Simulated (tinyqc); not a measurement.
# Cahn-Hilliard equation on a periodic one-dimensional grid, step by step

A worked calculation. Computed by tinyqc, a small Python program that keeps every step. Command: `OMP_NUM_THREADS=1 python tinyqc.py 3027622 3027623 out.jsonl cahn walk`. One thread of a shared host (Intel(R) Xeon(R) Processor @ 2.30GHz), about 0.2 s of CPU time with the checks. Intermediate numbers are printed to about 7 digits and carried at full precision; extremes and crossings named in words are read from the listed rows.

Free energy F = h sum_j [A (c_j^2 - 1)^2/4 + (kappa/2) ((c_(j+1) - c_j)/h)^2]; dc/dt = Lap(mu), mu = A (c^3 - c) - kappa Lap(c), Lap(y)_j = (y_(j+1) - 2 y_j + y_(j-1))/h^2, mobility 1; the grid has n = 16 points.

Inputs (values chosen for the exercise, in reduced units):
```
quantity                     value  unit
spacing h                      1.1     -
well depth A                   1.4     -
gradient coefficient kappa     1.2     -
mean composition c0         -0.059     -
noise amplitude               0.05     -
time step dt                 0.035     -
end time                       150     -
```

Scheme: explicit Euler.

## Linear stability

f'' = A (3 c0^2 - 1). Mode m has lambda_m = (4/h^2) sin^2(pi m/n) and the rate w_m = -lambda_m (f'' + kappa lambda_m). In the continuum the fastest wavelength is 2 pi sqrt(2 kappa/|f''|) with the rate f''^2/(4 kappa). Explicit steps near c = +-1, where f'' = 2A, are stable for dt < 2/(16 kappa/h^4 + 8 A/h^2).

f'' = -1.385380

Modes of the grid:
```
m  lambda_m        w_m
1  0.125819   0.155311
2  0.484121   0.389444
3  1.020358   0.164227
4  1.652893  -0.988581
5  2.285427  -3.101628
6  2.821664  -5.645070
7  3.179966  -7.729161
8  3.305785  -8.534090
```

fastest wavelength = 8.269915

largest rate = 0.3998494

explicit limit of dt = 0.08940523

3 mode(s) grow; the fastest on the grid is m = 2, while the box holds 2.13 fastest wavelengths. dt is 0.39 of the explicit limit.

## The first step

random numbers: 0.971  -0.492  -0.545  0.923  0.664  0.526  0.613  -0.041  0.012  0.764  0.338  0.050  -0.791  -0.583  -0.679  -0.654

Start: c_j = c0 + amplitude x (z_j - mean of z). c(new) = c + dt Lap(mu).

c at the start: -0.0138125  -0.0869625  -0.0896125  -0.0162125  -0.0291625  -0.0360625  -0.0317125  -0.0644125  -0.0617625  -0.0241625  -0.0454625  -0.0598625  -0.1019125  -0.0915125  -0.0963125  -0.0950625

mu at the start: 0.1724578  0.0509094  0.0490285  0.1083279  0.0347928  0.0392648  0.0810967  0.0547455  0.0514765  0.0922210  0.0566730  0.1109287  0.0891791  0.1421190  0.1275867  0.0525460

c after one step: -0.02079688  -0.08350104  -0.08784282  -0.02005482  -0.02690609  -0.03498184  -0.03368474  -0.06374483  -0.06048938  -0.02636931  -0.04286487  -0.06206100  -0.09975206  -0.09346417  -0.09806275  -0.08942338

F at the start = 6.118280

F after one step = 6.116675

## The run

Run to the end time; break off if |c| exceeds 3 or F has risen by more than 1e-9 in more than 30 steps. Domains = stretches with c > c0.

Course:
```
step        t         F       min c       max c  domains
0       0.000  6.118280  -0.1019125  -0.0138125        3
86      3.010  6.105282  -0.1456070  -0.0022895        2
214     7.490  6.018479  -0.2823841   0.1259749        2
429    15.015  4.678318  -0.8554868   0.7692202        2
643    22.505  4.645265  -0.9146220   0.8201750        2
857    29.995  4.636020  -0.9218970   0.8143443        2
1286   45.010  4.617631  -0.9346945   0.8000874        2
1714   59.990  4.597177  -0.9446332   0.8011104        2
2357   82.495  4.515301  -0.9509353   0.8046938        2
3000  105.000  2.413302  -0.9539680   0.9319152        1
3643  127.505  2.377963  -0.9979424   0.9871490        1
4286  150.010  2.377847  -0.9983704   0.9866860        1
```

c at the end: -0.9261513  -0.6693773  0.1202427  0.7541823  0.9401788  0.9825655  0.9866860  0.9628963  0.8483228  0.4055719  -0.5084718  -0.8832217  -0.9762560  -0.9965341  -0.9983704  -0.9862637

F at the end = 2.377847

steps in which F rose = 0

F never rises by more than 1e-9 in a step. The count of domains goes from 3 in the noise to 1 at the end, and c spans -0.998 to 0.987.

## Interfaces

Continuum wall between c = -1 and +1: c = tanh(x/w), w = sqrt(2 kappa/A), energy s = (2/3) sqrt(2 kappa A). With two walls per domain, the estimate of F at the end is 2 x domains x s. Volume fraction of the +1 phase by the lever rule: (1 + c0)/2.

wall half width w = 1.309307

wall energy s = 1.222020

estimate of F = 2.444040

volume fraction = 0.4705

w/h = 1.190279

The run ends at F = 2.3778, 0.97 of the estimate: the walls are well formed.

Checks made by the program: conservation of the mean (relative difference below 1e-10).
